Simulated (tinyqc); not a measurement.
Worked calculation: plane-wave Kohn-Sham cycle with exchange-only LDA in a layered model solid. One step of it, computed by the program tinyqc.

Task: Iteration 1: Hamiltonian at one k. H(m,m') = (k + G_m)^2/2 delta + V(G_m - G_m'), with V(-G) = V(G).

A solid whose potential varies along x alone (atomic units):
```
parameter                      value
period a                   13.100000
cross-section of the cell  20.000000
electrons per cell                 2
grid points                       16
plane waves -n..n, n               2
k points                           2
V1 in V1 cos(2 pi x/a)     -0.320000
```

V(G_m), m = 0, 1, 2, ... (hartree): [-0.193895, -0.160000, 0.000000, 0.000000, 0.000000]

k = 0.250000 2 pi / a

Give: H.

Result:

H (hartree), order -2, -1, +0, +1, +2:
$$\begin{pmatrix}
0.1584 & -0.1600 & 0.0000 & 0.0000 & 0.0000 \\
-0.1600 & -0.1292 & -0.1600 & 0.0000 & 0.0000 \\
0.0000 & -0.1600 & -0.1867 & -0.1600 & 0.0000 \\
0.0000 & 0.0000 & -0.1600 & -0.0142 & -0.1600 \\
0.0000 & 0.0000 & 0.0000 & -0.1600 & 0.3884
\end{pmatrix}$$
